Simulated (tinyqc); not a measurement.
AlGaN/GaN HEMT with access regions, lumped model: one step of the calculation.

A polarisation-induced electron sheet under a Schottky gate, in series with two ungated access regions and contacts. Drift law v = mu E/(1 + mu E/vs) under the gate. Currents in mA/mm, resistances in ohm mm. No self-heating, no channel-length modulation; fits for polarisation, barrier and offset are chosen for the exercise.

Task. On-resistance and breakdown. sigma = (5e13 x + 1.6e13 x^2) cm^-2, phiB = 0.84 + 1.3 x, dEc = 0.7 (1.71 x + x^2) in volts, Cb = eps0 eps_r/d, VT = phiB - dEc - q sigma/Cb, access density n0 = -Cb VT/q. Ron = 2 Rc + Ls/(q mu n0) + Ld/(q mu (1 - ft) n0) + Lg/(mu Cb (Vg - VT)). Off state: a depleted stretch that holds the voltage V has the peak field sqrt(k V), k = 2 q n0/(eps0 eps_r te), so one edge holds V1 = Ec^2/k. The sheet under the plate pinches off at Vf = q n0 (1/Cb + tf/(eps0 ei)); beyond it the gate edge is screened. BV = V1 if Vf >= V1, else Vf + V1, and at most Ec Ld. Specific resistance Ron (Ls + Lg + Ld); figure of merit BV^2 over it.

Values chosen for this exercise; values close to those of AlGaN/GaN structures:
- x = 0.17 (aluminium share of the barrier)
- d = 20 nm (barrier thickness)
- eps_r = 9.1 (relative permittivity of barrier and channel)
- mu = 1500 cm^2/(V s) (channel mobility)
- vs = 1.1e7 cm/s (saturation velocity)
- Lg = 1 um (gate length)
- Ls = 2 um (source access length)
- Ld = 16 um (drain access length)
- Rc = 0.44 ohm mm (resistance of each contact)
- ft = 0.22 (share of the drain-access electrons removed by traps)
- Vg = 0.5 V (gate voltage)
- Ec = 2.7 MV/cm (critical field)
- te = 0.24 um (depth over which the depleted charge spreads)
- tf = 500 nm (insulator under the field plate)
- ei = 3.9 (relative permittivity of that insulator)

Constants: q = 1.602176634e-19 C, eps0 = 8.8541878128e-14 F/cm where lengths are in cm. Results are converted to the units shown.

Give: Ron; Vf; V1; BV; specific resistance; figure of merit.

Result.

Ron = 15.054 ohm mm
Vf = 161.80 V
V1 = 64.158 V
BV = 64.158 V
specific resistance = 2.8603 mohm cm^2
figure of merit = 1.4391 MW/cm^2

The plate pinches off too late to screen the gate edge, so it adds nothing.

Numbers from tinyqc (`OMP_NUM_THREADS=1 python tinyqc.py 2570119 2570120 out.jsonl`; about 0.02 s on one thread of a shared Intel Xeon 2.30GHz).
